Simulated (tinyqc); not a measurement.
Punch-through p+-n junction, ionisation integral and breakdown: one step of the calculation.

A p+ layer at x < 0 and an n drift layer from x = 0 to L on an n+ substrate. Depletion approximation, built-in voltage neglected. Local ionisation coefficients alpha_n = an exp(-(bn/E)^mx), alpha_p = ap exp(-(bp/E)^mx). Electrons move towards +x, holes towards x = 0.

Problem. Field and ionisation coefficients on a grid. W = sqrt(2 eps0 eps_r V/(q N)), peak field E0 = q N W/(eps0 eps_r), falling linearly to 0 at W; if W > L the layer is punched through: W = L, E0 = V/L + q N L/(2 eps0 eps_r), falling linearly to E1 = V/L - q N L/(2 eps0 eps_r). Grid: 11 equal steps from 0 to fr W.

Parameters, values chosen for the exercise; material values close to those of gallium nitride:
- eps_r = 9.39 (relative permittivity)
- an = 2.89e8 1/cm (prefactor of the electron ionisation coefficient)
- bn = 3.44e7 V/cm (field constant for electrons)
- ap = 1.33e8 1/cm (prefactor of the hole ionisation coefficient)
- bp = 1.97e7 V/cm (field constant for holes)
- mx = 1 (exponent)
- N = 2.3e15 cm^-3 (donor density of the drift layer)
- L = 15 um (thickness of the drift layer)
- V = 2420 V (reverse voltage)
- fr = 1 (share of the depleted width that the grid covers)

Constants: q = 1.602176634e-19 C, eps0 = 8.8541878128e-14 F/cm where lengths are in cm. Results are converted to the units shown.

Give: W; x; E; alpha_n; alpha_p.

Solution.

W = 15.000 um

```
point  x (um)  E (kV/cm)  alpha_n (1/cm)  alpha_p (1/cm)
0       0.000     1945.8          6.0642          5330.7
1       1.364     1885.3          3.4405          3853.2
2       2.727     1824.9          1.8801          2726.0
3       4.091     1764.4         0.98569          1883.3
4       5.455     1704.0         0.49364          1267.5
5       6.818     1643.6         0.23496          828.51
6       8.182     1583.1         0.10567          524.28
7       9.545     1522.7        0.044605          319.93
8      10.909     1462.2        0.017532          187.41
9      12.273     1401.8       0.0063580          104.84
10     13.636     1341.4       0.0021043          55.657
11     15.000     1280.9       6.2744e-4          27.833
```

tinyqc, about 0.2 s, one thread, Intel Xeon 2.30GHz (shared host): `OMP_NUM_THREADS=1 python tinyqc.py 2120103 2120104 out.jsonl`
